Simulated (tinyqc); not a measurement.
Worked calculation: exchange-split free-electron bands and tunnelling magnetoresistance. Values are carried at full precision from step to step, so a last printed digit may differ when a step is redone from the rounded ones.

Majority and minority bands E = c k^2/m -/+ Dx/2, c = hbar^2/2m0, so k_up = sqrt(m (EF + Dx/2)/c), k_dn = sqrt(m (EF - Dx/2)/c); n_s = k_s^3/(6 pi^2), D_s = m k_s/(4 pi^2 c).

Constants: hbar^2/2m0 = 3.80998211 eV angstrom^2.

Values chosen for the exercise:
```
symbol  value  unit      meaning
EF      4.63   eV        Fermi energy above the mean band bottom
Dx      1.97   eV        exchange splitting
m       1.15   m0        mass in the electrodes
mb      0.44   m0        mass in the barrier
phi     2.13   eV        barrier height above EF
d       17.9   angstrom  barrier thickness
```

## The two Fermi spheres

Give k_s, n_s, D_s, the moment per electron (n_up - n_dn)/n and three polarisations: of D, of D v and of D v^2 (v proportional to k).

k_up, k_dn (1/angstrom): [1.3019, 1.0489]

n_up, n_dn (1/angstrom^3): [0.03726, 0.01949]

D_up, D_dn (1/(eV angstrom^3)): [0.00995, 0.00802]

moment per electron = 0.3132 muB

polarisations: D 0.1076, D v 0.2127, D v^2 0.3132

The three numbers differ although they describe one band structure: each probe (density of states, ballistic current, diffusive current) weights the velocity differently.

## Transmissions

Barrier: kappa = sqrt(mb phi/c), c = hbar^2/2m0. With a = k1/m, b = k2/m, w = kappa/mb, the transmission at normal incidence is T(k1, k2) = 4 a b w^2/[w^2 (a + b)^2 + (w^2 + a^2)(w^2 + b^2) sinh^2(kappa d)]. Parallel: G_P = T(up, up) + T(dn, dn); antiparallel: G_AP = 2 T(up, dn); TMR = (G_P - G_AP)/G_AP. Julliere: TMR = 2 P^2/(1 - P^2). Slonczewski factor: P_eff = P_k (w^2 - a_up a_dn)/(w^2 + a_up a_dn), P_k = (k_up - k_dn)/(k_up + k_dn).

Evaluate kappa and the three T.

kappa = 0.4960 1/angstrom
kappa d = 8.878

T: up-up 7.778e-08, dn-dn 7.439e-08, up-dn 7.607e-08

The majority channel transmits more, by a factor 1.05; the common factor exp(-2 kappa d) is 1.94e-08.

## Magnetoresistance

From the T, and from the Julliere formula with P_k and with P_eff.

TMR from T = 0.02 %
P_k = 0.1076
P_eff = 0.0111
Julliere with P_k = 2.34 %
Julliere with P_eff = 0.02 %

The interface factor is +0.103. The plain Julliere value lies 2.3 points above the result and the one with P_eff 0.00 points from it. Symmetry filtering in crystalline barriers, which gives far larger values, is outside this model.

## Checks

- TMR of a thick barrier against the Julliere formula with P_eff: both 0.0002474.

(tinyqc, `OMP_NUM_THREADS=1 python tinyqc.py 1652460 1652461 out.jsonl`, Intel(R) Xeon(R) Processor @ 2.30GHz, 1 thread, shared host, about 0.01 s.)
